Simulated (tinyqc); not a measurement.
Inside a calculation. Model: electron-beam lithography: double-Gaussian proximity function, edge placement and dose correction for parallel lines. Computed by tinyqc, a small Python program that keeps every step. Command: `OMP_NUM_THREADS=1 python tinyqc.py 3111503 3111504 out.jsonl proximity walk`. One thread of a shared host (Intel(R) Xeon(R) Processor @ 2.30GHz), about 0.01 s of CPU time with the checks. Intermediate numbers are printed to about 6 digits and carried at full precision; extremes and crossings named in words are read from the listed rows.

Lines are infinitely long. Absorbed energy is counted so that the middle of a very large area written at dose 1 receives 1; the resist develops where it exceeds 1/2.

Inputs (values chosen for the exercise, of the order of those for 20 keV electrons in resist on silicon):
```
quantity                              value               unit
forward range alpha                    0.02         micrometre
backscatter range beta                  2.3         micrometre
backscatter ratio eta                  0.97                  -
base dose D0                             49  microcoulomb/cm^2
beam current                             33                 nA
pixel size                                5                 nm
width of the test line                 0.28         micrometre
pattern density around the test line   0.73                  -
```

line widths (micrometre): 0.089  2.6  0.033  0.11

gaps between the lines (micrometre): 0.14  1.3  1.5

Constants: e = 1.602176634e-19 C.

## Layout

The first line starts at x = 0; each next one starts after the width and the gap.

Lines (micrometre):
```
line  left edge  right edge  centre
1         0.000       0.089  0.0445
2         0.229       2.829  1.5290
3         4.129       4.162  4.1455
4         5.662       5.772  5.7170
```

## Interaction matrix

f(r) = [exp(-r^2/alpha^2)/alpha^2 + eta exp(-r^2/beta^2)/beta^2]/(pi (1 + eta)). A line from a to b at dose d gives E(x) = d [S(alpha) + eta S(beta)]/(1 + eta), S(s) = [erf((b - x)/s) - erf((a - x)/s)]/2. M_ij is the mean of E at the two edges of line i from line j at dose 1.

M:
```
          1         2         3         4
1  0.264551  0.202548  0.000166  0.000031
2  0.006581  0.472945  0.001546  0.001396
3  0.000448  0.099024  0.252812  0.008330
4  0.000025  0.018512  0.002499  0.267083
```

## Dose correction

Uncorrected edge energies are M 1. Solve M d = 1/2 for the doses d that put the mean edge energy of every line at the threshold.

edge energies at dose 1: 1 0.467296, 2 0.482468, 3 0.360614, 4 0.288119

corrected doses: 1 1.09894, 2 1.03170, 3 1.51285, 4 1.78631

largest over smallest dose = 1.73143

Line 4 needs the most and line 2 the least; a narrow isolated line much wider than alpha would need 1 + eta = 1.97.

## Printed widths

Edges are the roots of E(x) = 1/2 between a line centre and the middle of the next gap. Three cases: dose 1 everywhere; one common dose equal to the mean of d; the corrected doses.

Width error, printed less drawn (nm):
```
line  drawn width (nm)    dose 1  mean dose  corrected
1                   89   -4.5847    14.4322   0.003278
2                 2600   -2.4371    16.7733  -0.000002
3                   33   missing    -1.1582   0.000408
4                  110  -39.2619   -11.5153   0.000129
```

At dose 1, 1 of the 4 lines stay below the threshold. With the common mean dose the errors span 28.3 nm. With corrected doses the largest error is below 0.01 nm.

## Dose to size and latitude

A test line of width w << beta in surroundings of density rho, all at dose d: near its edge E(x) = d [S + eta rho]/(1 + eta), S = [erf((b - x)/alpha) - erf((a - x)/alpha)]/2 for edges a and b, the second term being the background energy. Dose to size d_s = (1 + eta)/(erf(w/alpha) + 2 eta rho), dose = d_s D0; edge slope d [1 - exp(-w^2/alpha^2)]/(sqrt(pi) alpha (1 + eta)); width change per 1 % of dose = 2 x 0.01 x (1/2)/slope.

dose to size d_s = 0.815330

dose = 39.9512 microcoulomb/cm^2

edge slope = 0.0116751 1/nm

width change per 1 % of dose = 0.856521 nm

background energy = 0.293063

The background supplies 59 % of the threshold.

## Shot noise and writing time

With dose = d_s D0: electrons per pixel N = dose x pixel area/e; relative noise 1/sqrt(N); time per cm^2 of pattern area = dose x density/current; pixel rate = current/(dose x pixel area).

electrons per pixel = 62.3389

shot noise = 12.6654 %

writing time per cm^2 = 0.245491 h

pixel rate = 3304.03 MHz

Checks made by the program: corrected edge energies (relative difference below 1e-10).
